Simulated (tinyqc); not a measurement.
Worked calculation: CIS and TDHF on RHF in the sto-3g basis, frozen core, for BeH2, spin multiplicity 1. One step of it, computed by the program tinyqc.

Task: CIS matrix, triplets. A(ia,jb) = (e_a - e_i) d_ij d_ab - (ij|ab).

orbital energies (hartree): MO1 -4.532964, MO2 -0.418755, MO3 -0.376405, MO4 0.213839, MO5 0.213839, MO6 0.358815, MO7 0.708008

Two-electron integrals over orbitals (pq|rs), unique and non-zero (hartree); the lowest 1 orbital is frozen and left out:
```
(22|22) 0.374646    (32|32) 0.158833    (33|22) 0.386441    (33|33) 0.409821
(42|42) 0.047454    (43|43) 0.012511    (44|22) 0.353903    (44|33) 0.335488
(44|44) 0.449859    (52|52) 0.047454    (53|53) 0.012511    (54|54) 0.024249
(55|22) 0.353903    (55|33) 0.335488    (55|44) 0.401360    (55|55) 0.449859
(62|22) -0.014924   (62|33) -0.041265   (62|44) 0.067142    (62|55) 0.067142
(62|62) 0.083073    (63|32) -0.092184   (63|63) 0.087130    (64|42) 0.046594
(64|64) 0.049312    (65|52) 0.046594    (65|65) 0.049312    (66|22) 0.376474
(66|33) 0.387603    (66|44) 0.352725    (66|55) 0.352725    (66|62) -0.027892
(66|66) 0.393255    (72|32) -0.039258   (72|63) 0.062675    (72|72) 0.057303
(73|22) 0.000663    (73|33) -0.017964   (73|44) 0.070003    (73|55) 0.070003
(73|62) 0.078714    (73|66) -0.020726   (73|73) 0.087107    (74|43) 0.013276
(74|74) 0.016942    (75|53) 0.013276    (75|75) 0.016942    (76|32) 0.139796
(76|63) -0.091601   (76|72) -0.047553   (76|76) 0.136671    (77|22) 0.400933
(77|33) 0.417064    (77|44) 0.377814    (77|55) 0.377814    (77|62) -0.019456
(77|66) 0.410765    (77|73) 0.003004    (77|77) 0.454948
```

Give: CIS matrix A, triplet.

Result:

CIS matrix A, triplet (hartree):
```
       2>4    2>5     2>6     2>7    3>4    3>5     3>6     3>7
2>4  0.279  0.000   0.000   0.000  0.000  0.000   0.000   0.000
2>5  0.000  0.279   0.000   0.000  0.000  0.000   0.000   0.000
2>6  0.000  0.000   0.401   0.000  0.000  0.000   0.000  -0.140
2>7  0.000  0.000   0.000   0.726  0.000  0.000  -0.140   0.000
3>4  0.000  0.000   0.000   0.000  0.255  0.000   0.000   0.000
3>5  0.000  0.000   0.000   0.000  0.000  0.255   0.000   0.000
3>6  0.000  0.000   0.000  -0.140  0.000  0.000   0.348   0.000
3>7  0.000  0.000  -0.140   0.000  0.000  0.000   0.000   0.667
```
